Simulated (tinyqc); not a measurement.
Minority carriers and saturation current of a heavily doped emitter: effect of the doping.

n-type, parabolic bands, full ionisation. eta = (EF - Ec)/kB T solves N = Nc F12(eta), F12(x) = (2/sqrt(pi)) int_0^infinity sqrt(u)/(1 + exp(u - x)) du. The gap shrinks rigidly by dEg = E1 [ln(N/N0) + sqrt(ln^2(N/N0) + 0.5)], an empirical law that is here taken as the true narrowing.

ni = sqrt(Nc Nv) exp(-Eg/(2 Vt)), Eg in volts; degeneracy factor g = F12(eta) exp(-eta); nie^2 = ni^2 exp(dEg/kB T) g, p0 = nie^2/N; apparent narrowing dEg + kB T ln g. 1/tau = Cn N^2 + 1/ts, D = mup Vt, L = sqrt(D tau); J0 = (q p0 D/L)(s + tanh(W/L))/(1 + s tanh(W/L)), s = S L/D; the share recombining inside is 1 - 1/[cosh(W/L)(1 + tanh(W/L)/s)]. The mobility is held fixed.

Values chosen for this exercise; band and dielectric values close to those of silicon:
- T = 300 K (temperature)
- Eg = 1.11 eV (band gap)
- Nc = 2.82e19 cm^-3 (conduction-band density of states at 300 K)
- Nv = 2.62e19 cm^-3 (valence-band density of states at 300 K)
- E1 = 7.8 meV (energy of the narrowing law)
- N0 = 1.8e17 cm^-3 (density of the narrowing law)
- mup = 200 cm^2/(V s) (minority-hole mobility)
- Cn = 2.2e-31 cm^6/s (Auger coefficient)
- ts = 0.067 us (defect lifetime)
- W = 660 nm (emitter width)
- S = 5000 cm/s (recombination velocity at the contact)

Constants: q = 1.602176634e-19 C, kB = 1.380649e-23 J/K, Vt = kB T/q. Results are converted to the units shown.

Effect of the doping:
```
N (cm^-3),apparent narrowing (meV),p0 (cm^-3),L (nm),J0 (fA/cm^2),share inside (%)
5.9e17,19.85,608.0,5871,548.3,17.00
1.4e18,32.47,417.6,5802,378.0,17.33
3.4e18,45.40,283.5,5440,262.5,19.26
8e18,57.12,189.6,4222,197.1,28.40
1.9e19,67.00,117.0,2341,195.3,56.56
4.6e19,72.24,59.19,1037,296.5,87.48
1.1e20,66.47,19.80,439.5,340.7,98.10
2.6e20,38.04,2.789,186.4,123.8,99.90
```

The apparent narrowing goes from 19.8 through a maximum of 72.2 (at N = 4.6e19 cm^-3 among the rows listed) to 38.0 meV. p0 goes as N^(-0.43) between the first two rows and N^(-2.28) between the last two (-1 without narrowing or degeneracy), and J0 moves up and down between 124 and 548 fA/cm^2.

Range of the model: Band tails, non-parabolic bands and incomplete ionisation are left out.

tinyqc, about 0.01 s, one thread, Intel Xeon 2.30GHz (shared host): `OMP_NUM_THREADS=1 python tinyqc.py 2330031 2330032 out.jsonl`
